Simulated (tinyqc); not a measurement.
From results back to parameters: tunnelling through a thin dielectric with one trap, as a tight-binding chain. Three cases, with inputs chosen for the exercise.

Problem. A resonance has full width Gamma_L + Gamma_R and peak height 4 Gamma_L Gamma_R/(Gamma_L + Gamma_R)^2. The values come from hidden widths.

Find: larger and smaller width.

Method. The widths are (W/2)(1 +/- sqrt(1 - peak)); which belongs to which lead the line shape cannot tell.

Case 1.

full width = 1.67961 meV
peak height = 0.000535163

Solution.

larger and smaller width (meV): 1.68  0.000225

Case 2.

full width = 85.1240 meV
peak height = 0.0388377

Solution.

larger and smaller width (meV): 84.3  0.835

Case 3.

full width = 0.772591 meV
peak height = 0.0248097

Solution.

larger and smaller width (meV): 0.768  0.00482

Computed by tinyqc, one run a case: `OMP_NUM_THREADS=1 python tinyqc.py N N+1 out.jsonl` with N = 1482748, 1482808, 1482896; one thread of a shared Intel(R) Xeon(R) Processor @ 2.30GHz, about 0.1 s a run at most.
